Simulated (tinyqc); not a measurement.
Van der Pauw, Hall and four-point-probe measurements on a doped layer: one step of the calculation.

A uniform n-type layer with sheet resistance Rs = 1/(q ns mu), point contacts, low field (mu B small).

Task. Resistances and Hall voltage. Rs = 1/(q ns mu). For a rectangle with contacts at the corners, RA = (8 Rs/pi) sum_(k>=0) ln coth((2k + 1) pi a/(2 b)) with current along a short side b and voltage along the opposite one, RB the same with a and b exchanged; Hall voltage VH = rH B I/(q ns), negative for electrons.

Parameters, values chosen for the exercise:
```
symbol,value,unit,meaning
ns,2.5e13,cm^-2,sheet density of the layer
mu,290,cm^2/(V s),drift mobility
rH,1,,Hall factor
B,0.5,T,magnetic field
I,1000,uA,current
ar,2.12,,side ratio a/b of a rectangular sample with corner contacts
```

Constants: q = 1.602176634e-19 C. Results are converted to the units shown.

Wanted: Rs; RA; RB; VH.

Result.

Rs = 860.9 ohm/square
RA = 5.616 ohm
RB = 1068 ohm
VH = -12.48 mV

RB/RA = 190; for a square both equal Rs ln 2/pi = 190 ohm.

Numbers from tinyqc (`OMP_NUM_THREADS=1 python tinyqc.py 2850175 2850176 out.jsonl`; about 0.02 s on one thread of a shared Intel Xeon 2.30GHz).
